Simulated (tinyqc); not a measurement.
# Capacitance of parallel on-chip lines from Laplace's equation on a mesh, step by step

Numbers from tinyqc (`OMP_NUM_THREADS=1 python tinyqc.py 2790175 2790176 out.jsonl`; about 0.6 s on one thread of a shared Intel Xeon 2.30GHz). Printed values are rounded.

Cross-section of an endless row of equal lines between two grounded planes; neighbours are driven in antiphase (+1 V and -1 V), so the plane midway between two lines is at 0 V. By symmetry one quarter is solved: x runs from the centre of a line (column 0, mirror) to that midplane (column 4, 0 V), y from the mid-height of the line (row 0, mirror) to the ground plane (row 4, 0 V). The line fills columns 0 to 2 and rows 0 to 1 at 1 V. Cells beside the line (below row 1) have e2, cells above have e1. Each link between nodes has the conductance g = mean permittivity of the two cells beside it (a cell beyond a mirror counts as 0), and the free nodes obey sum g (V_neighbour - V) = 0.

Inputs (values chosen for the exercise):
- e1 = 4.2 (relative permittivity above and below the lines)
- e2 = 7 (relative permittivity between the lines)
- om = 1.4 (over-relaxation factor)

Constants: eps0 = 8.8541878128e-12 F/m. Results are converted to the units shown.

## Link conductances

gx[j, i] joins node (row j, column i) to column i + 1, gy[j, i] to row j + 1.

gx:

|  | col 0 | col 1 | col 2 | col 3 |
|---|---|---|---|---|
| row 0 | 3.5 | 3.5 | 3.5 | 3.5 |
| row 1 | 5.6 | 5.6 | 5.6 | 5.6 |
| row 2 | 4.2 | 4.2 | 4.2 | 4.2 |
| row 3 | 4.2 | 4.2 | 4.2 | 4.2 |
| row 4 | 2.1 | 2.1 | 2.1 | 2.1 |

gy:

|  | col 0 | col 1 | col 2 | col 3 | col 4 |
|---|---|---|---|---|---|
| row 0 | 3.5 | 7 | 7 | 7 | 3.5 |
| row 1 | 2.1 | 4.2 | 4.2 | 4.2 | 2.1 |
| row 2 | 2.1 | 4.2 | 4.2 | 4.2 | 2.1 |
| row 3 | 2.1 | 4.2 | 4.2 | 4.2 | 2.1 |

## Iteration 1: relaxation sweep

V at the start (V):

|  | col 0 | col 1 | col 2 | col 3 | col 4 |
|---|---|---|---|---|---|
| row 0 | 1 | 1 | 1 | 0 | 0 |
| row 1 | 1 | 1 | 1 | 0 | 0 |
| row 2 | 0 | 0 | 0 | 0 | 0 |
| row 3 | 0 | 0 | 0 | 0 | 0 |
| row 4 | 0 | 0 | 0 | 0 | 0 |

One sweep visits the free nodes row by row from row 0, left to right, and replaces V by V + om (weighted mean of the neighbours - V), using new values at once.

V after sweep 1 (V):

|  | col 0 | col 1 | col 2 | col 3 | col 4 |
|---|---|---|---|---|---|
| row 0 | 1.00000 | 1.00000 | 1.00000 | 0.35000 | 0.00000 |
| row 1 | 1.00000 | 1.00000 | 1.00000 | 0.50313 | 0.00000 |
| row 2 | 0.35000 | 0.47250 | 0.51538 | 0.35647 | 0.00000 |
| row 3 | 0.12250 | 0.20825 | 0.25327 | 0.21341 | 0.00000 |
| row 4 | 0.00000 | 0.00000 | 0.00000 | 0.00000 | 0.00000 |

## Iteration 2: relaxation sweep

As before.

V after sweep 2 (V):

|  | col 0 | col 1 | col 2 | col 3 | col 4 |
|---|---|---|---|---|---|
| row 0 | 1.00000 | 1.00000 | 1.00000 | 0.56219 | 0.00000 |
| row 1 | 1.00000 | 1.00000 | 1.00000 | 0.48828 | 0.00000 |
| row 2 | 0.58362 | 0.61854 | 0.57375 | 0.30381 | 0.00000 |
| row 3 | 0.30104 | 0.32720 | 0.28872 | 0.12202 | 0.00000 |
| row 4 | 0.00000 | 0.00000 | 0.00000 | 0.00000 | 0.00000 |

## Course of the relaxation

Stop when no node changes by 1e-7 V. C = 4 eps0 sum g (difference of V along the link)^2, in aF/um.

Course of the iteration:

| sweep | C (aF/um) | largest change (V) |
|---|---|---|
| 1 | 368.444 | 0.515 |
| 2 | 334.705 | 0.234 |
| 3 | 329.625 | 0.0953 |
| 4 | 328.885 | 0.0319 |
| 5 | 328.602 | 0.0241 |
| 6 | 328.561 | 0.0129 |
| 7 | 328.538 | 0.0107 |
| 8 | 328.538 | 1.56e-3 |
| 9 | 328.538 | 6.39e-4 |
| ... | ... | ... |
| 12 | 328.538 | 3.53e-5 |
| 13 | 328.538 | 2.07e-5 |
| 14 | 328.538 | 6.77e-6 |
| 15 | 328.538 | 3.45e-6 |
| 16 | 328.538 | 9.51e-7 |
| 17 | 328.538 | 4.67e-7 |
| 18 | 328.538 | 2.02e-7 |
| 19 | 328.538 | 1.17e-7 |
| 20 | 328.538 | 1.59e-8 |

Converged in 20 sweeps. Over the last four sweeps the change shrinks by about 0.36 a sweep. C comes down from above, since the solution minimises the energy.

## Capacitance per length

converged V (V):

|  | col 0 | col 1 | col 2 | col 3 | col 4 |
|---|---|---|---|---|---|
| row 0 | 1.00000 | 1.00000 | 1.00000 | 0.47532 | 0.00000 |
| row 1 | 1.00000 | 1.00000 | 1.00000 | 0.45064 | 0.00000 |
| row 2 | 0.63203 | 0.61303 | 0.53203 | 0.27786 | 0.00000 |
| row 3 | 0.30204 | 0.28807 | 0.23722 | 0.12877 | 0.00000 |
| row 4 | 0.00000 | 0.00000 | 0.00000 | 0.00000 | 0.00000 |

C = 4 eps0 sum g (difference of V)^2 over all links (twice the energy of the four quarters, line at 1 V). Plate estimate without fringing: eps0 [2 e1 w/hd + 2 e2 t/(s/2)], w = 4 hx, t = 2 hx, s/2 = 2 hx, hd = 3 hx.

C = 328.538 aF/um
plate estimate = 223.126 aF/um

C depends on the shape only, not on the mesh step hx. Meshes 6, 12 and 24 times finer extrapolate (Aitken) to 312.2 aF/um; this mesh is 5.2 % above that, and the plate estimate is 29 % below it.
